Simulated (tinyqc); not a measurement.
MOS structure on a p-type body with a surface-enhanced doping, non-linear Poisson equation by Newton steps: one step of the calculation.

One dimension, insulator interface at x = 0, acceptor density Na + N0 exp(-x/Ls), net doping C = -(acceptor density). psi is counted from the intrinsic level: n = ni exp((psi - Vb)/Vt), p = ni exp(-psi/Vt); deep in the body psi_b = -Vt ln(Na/ni). The gate acts through Cox = eps0 eox/tox and has the potential psi_G = Vg - (phiM - chi - Vt ln(Nc/ni)). Boltzmann statistics, full ionisation, classical densities, no oxide or interface charge. Acceptors in real wide-gap material are deep and only partly ionised in the neutral body.

Task. Newton step. Solve the tridiagonal system a_(i-1) d_(i-1) + b_i d_i + a_i d_(i+1) = -F_i for nodes 0 to 12, with d = 0 on fixed nodes. Each component d is damped to sign(d) Vt ln(1 + |d|/Vt) before it is added.

Values chosen for this exercise:
- T = 250 K (temperature)

Constants: q = 1.602176634e-19 C, kB = 1.380649e-23 J/K, Vt = kB T/q. Results are converted to the units shown.

coupling a_i, interval 0 to 12 (F/cm^2): [1.7159416e-5, 9.5330089e-6, 5.2636245e-6, 2.9282280e-6, 1.6373489e-6, 8.9371958e-7, 4.9882023e-7, 2.7676477e-7, 1.5320907e-7, 8.4947604e-8, 4.7401702e-8, 2.6157646e-8, 1.4419677e-8]

```
node  diagonal b (F/cm^2)  residual F (C/cm^2)
0           -1.7719432e-5         8.9224456e-8
1           -2.6708319e-5        -3.0188241e-9
2           -1.4804240e-5        -4.9513010e-9
3           -8.1931024e-6        -8.4973072e-9
4           -4.5656082e-6        -1.4679799e-8
5           -2.5310685e-6        -2.5121855e-8
6           -1.3925398e-6        -4.0679444e-8
7           -7.7558501e-7        -6.0173105e-8
8           -4.2997385e-7        -7.6363274e-8
9           -2.3815668e-7        -7.2928238e-8
10          -1.9459815e-7        -9.5687369e-8
11          -1.2186937e-5        -4.8143846e-9
12          -2.2006486e-5       -4.1855004e-10
```

psi at the start, node 0 to 13 (V): [2.7312395, 2.7152947, 2.6866694, 2.6350723, 2.5431224, 2.3812378, 2.0931687, 1.6045903, 0.8133017, -0.3249874, -1.4304084, -1.5312395, -1.5312395, -1.5312395]

Give: Newton step d, before damping; psi after iteration 1.

Result.

Newton step d, before damping, node 0 to 12 (V): [-0.297, -0.312, -0.339, -0.388, -0.472, -0.614, -0.847, -1.181, -1.567, -1.765, -1.263, -0.005, 0.000]
psi after iteration 1, node 0 to 13 (V): [2.673, 2.656, 2.626, 2.572, 2.476, 2.308, 2.014, 1.518, 0.721, -0.420, -1.518, -1.536, -1.531, -1.531]

tinyqc, about 0.7 s, one thread, Intel Xeon 2.30GHz (shared host): `OMP_NUM_THREADS=1 python tinyqc.py 2080065 2080066 out.jsonl`
